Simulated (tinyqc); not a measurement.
Two-step dopant diffusion (predeposition and drive-in) with a constant diffusivity: one step, computed by the program tinyqc. Command: `OMP_NUM_THREADS=1 python tinyqc.py 3023862 3023863 out.jsonl dopdiff walk`. One thread of a shared host (Intel(R) Xeon(R) Processor @ 2.30GHz), about 0.06 s of CPU time with the checks.

Fick diffusion into a half space x > 0 whose background doping C_B is of the opposite type, so that a junction lies where C = C_B.

Task: Drive-in as a Gaussian. With a sealed surface and a thin source, C = Q/sqrt(pi (Dt)2) exp(-x^2/(4 (Dt)2)); x_j = 2 sqrt((Dt)2 ln(C(0)/C_B)); gradient at the junction |dC/dx| = C_B x_j/(2 (Dt)2).

Inputs (values chosen for the exercise, modelled on boron in silicon):

| quantity | value | unit |
|---|---|---|
| surface concentration C_s | 1.8e+20 | 1/cm^3 |
| background doping C_B | 3.8e+14 | 1/cm^3 |
| predeposition temperature T1 | 950 | C |
| drive-in temperature T2 | 1125 | C |

dose Q = 1.763310e+14 1/cm^2

drive-in budget (Dt)2 = 2.955944e-10 cm^2

Give: surface concentration C(0) (Gaussian); junction depth x_j; gradient at the junction.

Result:

surface concentration C(0) (Gaussian) = 5.786e+18 1/cm^3

junction depth x_j = 1.067 um

gradient at the junction = 6.859e+19 1/cm^4

Caution: C_s exceeds the intrinsic carrier density of silicon at the predeposition temperature (2e18 to 1e19 per cm^3), where real diffusivities rise with concentration and profiles turn box-like.
